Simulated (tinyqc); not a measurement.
Avalanche multiplication and breakdown of a junction from ionisation integrals: one step, computed by the program tinyqc.

Ionisation coefficients follow the local field. Position x runs through the depletion layer from the p side (x = 0), where electrons enter, to the n side (x = w), where holes enter. The built-in voltage is neglected.

Task: Coefficients at the critical field. alpha_n = a_n exp(-(b_n/F)^c), alpha_p = a_p exp(-(b_p/F)^c).

Inputs (values chosen for the exercise, modelled on GaAs): electron prefactor a_n = 176000 1/cm; electron field b_n = 558000 V/cm; hole prefactor a_p = 222000 1/cm; hole field b_p = 651000 V/cm; exponent c = 1.8.

Junction: punch-through p+ n- n+.

critical field F_m = 1.121543 MV/cm

Give: alpha_n; alpha_p; ratio k = alpha_p/alpha_n; shorter ionisation length.

Result:

alpha_n = 1.324e+05 1/cm

alpha_p = 1.525e+05 1/cm

ratio k = alpha_p/alpha_n = 1.152

shorter ionisation length = 0.06558 micrometre

Holes ionise more readily at the peak field. Caution: in a layer this thin the dead space before a carrier can ionise, and tunnelling, make the local model unreliable.
